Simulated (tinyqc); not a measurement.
# Surface potential of a MOS transistor: implicit equation and explicit approximations: effects of single changes

p-type body, charge-sheet picture, depletion and inversion only, full ionisation (an idealisation for deep acceptors), Boltzmann statistics (rough once Na exp(x - xn) passes about Nc/7). In units of Vt: xg = (Vg - Vfb)/Vt, x = psi/Vt, G = gamma/sqrt(Vt), xn = (2 phiF + Vc)/Vt. The implicit equation is (xg - x)^2 = G^2 [x - 1 + exp(x - xn)] for x above about 3. Cox = eps0 eox/tox.

Values chosen for this exercise; band and dielectric values close to those of silicon:
```
symbol    value   unit                                                                 meaning
T           300      K                                                             temperature
Eg          1.1     eV                                                                band gap
eps_r      11.8                                                          relative permittivity
Nc      2.78e19  cm^-3                                  conduction-band density of states at T
Nv      2.67e19  cm^-3                                     valence-band density of states at T
eox        25.2         relative permittivity of the gate insulator (close to zirconium oxide)
tox          69     nm                                                     insulator thickness
Na       5.6e16  cm^-3                                                        acceptor density
Vfb       -0.41      V                                                       flat-band voltage
Vc            0      V                                                    channel-body voltage
Vg          0.4      V                                                       gate-body voltage
```

Constants: q = 1.602176634e-19 C, kB = 1.380649e-23 J/K, Vt = kB T/q, eps0 = 8.8541878128e-14 F/cm where lengths are in cm. Results are converted to the units shown.

Each table varies one quantity; the others keep the values above.

## Accuracy of the approximations against gate voltage

ni = sqrt(Nc Nv) exp(-Eg/(2 Vt)), Eg in volts; phiF = Vt ln(Na/ni); gamma = sqrt(2 q eps0 eps_r Na)/Cox; VT = Vfb + Vt (xn + G sqrt(xn - 1)). Depletion value a = 1 + [sqrt(G^2/4 + xg - 1) - G/2]^2; inversion value b = xn + ln[(xg - xn)^2/G^2 - xn + 1] and first guess y = min(a, b) - ln(1 + exp(-|a - b|)) if a > xn + 1, else b = y = a; one second-order correction with D = exp(y - xn), p = 2 (xg - y) + G^2 (1 + D), w = (xg - y)^2 - G^2 (y - 1 + D): z = y + 2 w/(p + sqrt(p^2 - 2 (2 - G^2 D) w)), or the Newton step z = y + w/p where the root is not real. N_inv = (Cox Vt G/q) [sqrt(x - 1 + exp(x - xn)) - sqrt(x - 1)] at the root. Lambert form (Cox m Vt/q) W0[(G/(2 m sqrt(xn - 1))) exp((Vg - VT)/(m Vt))], m = 1 + G/(2 sqrt(xn - 1)). Errors under 1e-4 mV, and the linear form below VT, are printed as 0.

Accuracy of the approximations against gate voltage:

| Vg (V) | psi (V) | x - xn | error of y (mV) | error of z (mV) | N_inv (cm^-2) | Cox (Vg - VT)/q (cm^-2) | Lambert form (cm^-2) |
|---|---|---|---|---|---|---|---|
| 0.34 | 0.4683 | -12.06 | 0 | 0 | 9.616e4 | 0 | 5.384e4 |
| 0.54 | 0.6228 | -6.083 | 0.0127 | 0 | 3.260e7 | 0 | 2.706e7 |
| 0.74 | 0.7773 | -0.1075 | 4.52 | -3.92e-3 | 1.136e10 | 4.381e9 | 1.141e10 |
| 0.94 | 0.8577 | 3.001 | 16.6 | -1.98 | 2.142e11 | 4.080e11 | 2.224e11 |
| 1.14 | 0.8866 | 4.121 | 12.2 | -0.666 | 5.460e11 | 8.117e11 | 5.655e11 |
| 1.34 | 0.9040 | 4.791 | 9.47 | -0.282 | 9.067e11 | 1.215e12 | 9.364e11 |
| 1.54 | 0.9165 | 5.278 | 7.91 | -0.155 | 1.279e12 | 1.619e12 | 1.318e12 |
| 1.74 | 0.9265 | 5.663 | 6.86 | -0.0978 | 1.658e12 | 2.023e12 | 1.705e12 |
| 1.94 | 0.9348 | 5.984 | 6.10 | -0.0670 | 2.042e12 | 2.426e12 | 2.095e12 |

Read the table: what changes, and by how much?

psi rises from 0.468 to 0.935 V and ends 6.0 Vt above 2 phiF + Vc. Among the rows the first guess is off by at most 17 mV (at Vg = 0.94 V) and the corrected value by at most 2.0 mV. In the last row the linear form is 19 % above N_inv and the Lambert form 2.6 % above it; in the first row the Lambert form is 44 % below it. For Vg = 1.34, 1.54, 1.74, 1.94 the electron quasi-Fermi level lies less than 2 Vt below the band edge at the surface, or above it, where degeneracy and confinement, left out, matter.

## Effect of the insulator thickness at fixed gate voltage

Same model as above.

The same in every row: Cox (Vg - VT)/q (cm^-2) = 0.

Result of one run:

| tox (nm) | psi (V) | x - xn | error of y (mV) | error of z (mV) | N_inv (cm^-2) | Lambert form (cm^-2) |
|---|---|---|---|---|---|---|
| 81 | 0.4764 | -11.75 | 0 | 0 | 1.300e5 | 7.188e4 |

What becomes of these results when the insulator thickness tox is changed from 81 to 23 nm, all else the same?

Result of the changed run:

| tox (nm) | psi (V) | x - xn | error of y (mV) | error of z (mV) | N_inv (cm^-2) | Lambert form (cm^-2) |
|---|---|---|---|---|---|---|
| 23 | 0.6945 | -3.311 | 0.0749 | 0 | 4.928e8 | 4.607e8 |

The whole series:

| tox (nm) | psi (V) | x - xn | error of y (mV) | error of z (mV) | N_inv (cm^-2) | Lambert form (cm^-2) |
|---|---|---|---|---|---|---|
| 23 | 0.6945 | -3.311 | 0.0749 | 0 | 4.928e8 | 4.607e8 |
| 31 | 0.6586 | -4.698 | 0.0252 | 0 | 1.266e8 | 1.136e8 |
| 43 | 0.6086 | -6.635 | 5.00e-3 | 0 | 1.901e7 | 1.579e7 |
| 59 | 0.5483 | -8.966 | 6.61e-4 | 0 | 1.951e6 | 1.409e6 |
| 81 | 0.4764 | -11.75 | 0 | 0 | 1.300e5 | 7.188e4 |
| 110 | 0.3981 | -14.77 | 0 | 0 | 6936 | 2366 |
| 150 | 0.3150 | -17.99 | 0 | 0 | 316.0 | 45.18 |
| 210 | 0.2291 | -21.31 | 0 | 0 | 13.56 | 0.3975 |

As tox goes from 23 to 210, psi falls from 0.695 to 0.229 V, x - xn falls from -3.31 to -21.3 and N_inv falls from 4.93e8 to 13.6 cm^-2. The Lambert form lies between 0.0293 and 0.935 times N_inv.

tinyqc, about 0.01 s, one thread, Intel Xeon 2.30GHz (shared host): `OMP_NUM_THREADS=1 python tinyqc.py 2122178 2122179 out.jsonl`
